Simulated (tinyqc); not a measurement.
Rotating the field: cyclotron resonance of ellipsoidal valleys, Ge type.

Valleys along [111], [-111], [1-11], [11-1], mass ml along the axis and mt across it. B lies in the (1-10) plane, b = (sin(theta)/sqrt2, sin(theta)/sqrt2, cos(theta)). For the angle phi between B and the axis, 1/mc^2 = cos^2(phi)/mt^2 + sin^2(phi)/(mt ml). Resonance: h nu = 2 muB B/mc, h = 2 pi hbar.

Parameters, chosen for this exercise (out of a larger set: near those of Ge; not measured data):
- ml = 1.664 m0 (longitudinal mass)
- mt = 0.08 m0 (transverse mass)
- ths = (0, 10, 25, 35, 55, 70, 90) degrees (angles)

mc against theta; [-111] and [1-11] stay equal in this plane.

Cyclotron masses (m0):

| theta (degrees) | [111] | [-111] | [11-1] |
|---|---|---|---|
| 0 | 0.1323 | 0.1323 | 0.1323 |
| 25 | 0.0914 | 0.1440 | 0.2859 |
| 35 | 0.0847 | 0.1566 | 0.3648 |
| 55 | 0.0800 | 0.2049 | 0.2021 |
| 70 | 0.0828 | 0.2741 | 0.1339 |
| 90 | 0.0968 | 0.3649 | 0.0968 |

Give the missing row, theta (degrees) = 10.

Computed row:
```
theta (degrees)   [111]  [-111]  [11-1]
10               0.1101  0.1341  0.1700
```

All valleys give one line at theta = 0, B along [001], with mc = 0.1323. The [111] valley reaches mt at 54.7 degrees, and [11-1] reaches its largest value sqrt(ml mt) = 0.3649 at 35.3 degrees, where B is perpendicular to it; the listed maximum of that branch is 0.3648. The pair [-111], [1-11] reaches the same value at 90 degrees.

Program tinyqc; command `OMP_NUM_THREADS=1 python tinyqc.py 1250492 1250493 out.jsonl`; about 0.01 s on one thread of a shared Intel(R) Xeon(R) Processor @ 2.30GHz.
